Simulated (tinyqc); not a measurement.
Inside a calculation. Method: CIS on RHF in the sto-3g basis, for BeH2, spin multiplicity 1. One step of it, computed by the program tinyqc.

Problem. CIS matrix, triplets. A(ia,jb) = (e_a - e_i) d_ij d_ab - (ij|ab).

orbital energies (hartree): MO1 -4.516925, MO2 -0.474978, MO3 -0.442294, MO4 0.208646, MO5 0.208716, MO6 0.508635, MO7 1.084036

Two-electron integrals over orbitals (pq|rs), unique and non-zero (hartree):
```
(11|11) 2.271398    (21|11) -0.207331   (21|21) 0.028997    (22|11) 0.504708
(22|21) -0.007476   (22|22) 0.410119    (31|31) 0.006664    (32|31) 0.016036
(32|32) 0.166204    (33|11) 0.476466    (33|21) -0.003084   (33|22) 0.423598
(33|33) 0.446507    (41|11) 0.004399    (41|21) -0.000545   (41|22) 0.000476
(41|33) 0.000276    (41|41) 0.015773    (42|11) -0.001434   (42|21) 0.000213
(42|22) 0.001411    (42|33) 0.001221    (42|41) 0.015533    (42|42) 0.050726
(43|31) -4.29e-06   (43|32) 0.001152    (43|43) 0.015694    (44|11) 0.569139
(44|21) -0.008540   (44|22) 0.376813    (44|33) 0.365729    (44|41) -0.000611
(44|42) -0.002616   (44|44) 0.449919    (51|51) 0.015767    (52|51) 0.015542
(52|52) 0.050732    (53|53) 0.015681    (54|51) -0.000377   (54|52) -0.000983
(54|54) 0.024268    (55|11) 0.569166    (55|21) -0.008536   (55|22) 0.376848
(55|33) 0.365743    (55|41) 0.000142    (55|42) -0.000651   (55|44) 0.401354
(55|55) 0.449859    (61|11) -0.169227   (61|21) 0.024368    (61|22) -0.007190
(61|33) -0.004737   (61|41) -0.000164   (61|42) 0.000411    (61|44) -0.004059
(61|55) -0.004041   (61|61) 0.020839    (62|11) 0.096226    (62|21) -0.006921
(62|22) -0.030073   (62|33) -0.052388   (62|41) 0.000383    (62|42) -0.000180
(62|44) 0.044400    (62|55) 0.044455    (62|61) -0.002874   (62|62) 0.075602
(63|31) -0.004138   (63|32) -0.096840   (63|43) -0.000936   (63|63) 0.083101
(64|11) 0.001739    (64|21) 0.000051    (64|22) 0.000622    (64|33) -0.000115
(64|41) 0.016203    (64|42) 0.047598    (64|44) -0.000934   (64|55) 0.000495
(64|61) 0.000383    (64|62) 0.002080    (64|64) 0.051056    (65|51) 0.016221
(65|52) 0.047667    (65|54) -0.000715   (65|65) 0.051124    (66|11) 0.480046
(66|21) -0.006228   (66|22) 0.406268    (66|33) 0.417169    (66|41) 0.000937
(66|42) 0.002968    (66|44) 0.373066    (66|55) 0.373159    (66|61) -0.005476
(66|62) -0.039532   (66|64) 0.001973    (66|66) 0.419556    (71|31) 0.012080
(71|32) 0.021495    (71|43) -0.000091   (71|63) -0.003411   (71|71) 0.022569
(72|31) 0.002731    (72|32) -0.047164   (72|43) -0.001272   (72|63) 0.061089
(72|71) 0.006553    (72|72) 0.056513    (73|11) 0.132138    (73|21) -0.005724
(73|22) -0.010291   (73|33) -0.025000   (73|41) -0.000132   (73|42) -0.001898
(73|44) 0.052957    (73|55) 0.052945    (73|61) -0.002859   (73|62) 0.070641
(73|64) 0.000509    (73|66) -0.031020   (73|73) 0.080314    (74|31) -0.000381
(74|32) -0.003246   (74|43) 0.013899    (74|63) 0.001859    (74|71) -0.000598
(74|72) 0.000427    (74|74) 0.016294    (75|53) 0.013917    (75|75) 0.016220
(76|31) 0.012148    (76|32) 0.143866    (76|43) 0.001353    (76|63) -0.097918
(76|71) 0.016066    (76|72) -0.059931   (76|74) -0.002809   (76|76) 0.142732
(77|11) 0.590094    (77|21) -0.009777   (77|22) 0.441259    (77|33) 0.460793
(77|41) 0.000068    (77|42) 0.000200    (77|44) 0.396737    (77|55) 0.396706
(77|61) -0.009220   (77|62) -0.046599   (77|64) -0.000966   (77|66) 0.447187
(77|73) -0.020468   (77|77) 0.504830
```

Give: CIS matrix A, triplet.

Solution.

CIS matrix A, triplet (hartree), lower triangle:
```
         1>4     1>5      1>6      1>7      2>4     2>5      2>6      2>7
1>4   4.1564
1>5   0.0000  4.1565
1>6  -0.0017  0.0000   4.5455
1>7   0.0000  0.0000   0.0000   5.0109
2>4   0.0085  0.0000  -0.0001   0.0000   0.3068
2>5   0.0000  0.0085   0.0000   0.0000   0.0000  0.3068
2>6  -0.0001  0.0000   0.0062   0.0000  -0.0006  0.0000   0.5773
2>7   0.0000  0.0000   0.0000   0.0098   0.0000  0.0000   0.0000   1.1178
3>4   0.0000  0.0000   0.0000   0.0004   0.0000  0.0000   0.0000   0.0032
3>5   0.0000  0.0000   0.0000   0.0000   0.0000  0.0000   0.0000   0.0000
3>6   0.0000  0.0000   0.0000  -0.0121   0.0000  0.0000   0.0000  -0.1439
3>7   0.0004  0.0000  -0.0121   0.0000   0.0032  0.0000  -0.1439   0.0000

        3>4     3>5     3>6     3>7
3>4  0.2852
3>5  0.0000  0.2853
3>6  0.0001  0.0000  0.5338
3>7  0.0000  0.0000  0.0000  1.0655
```
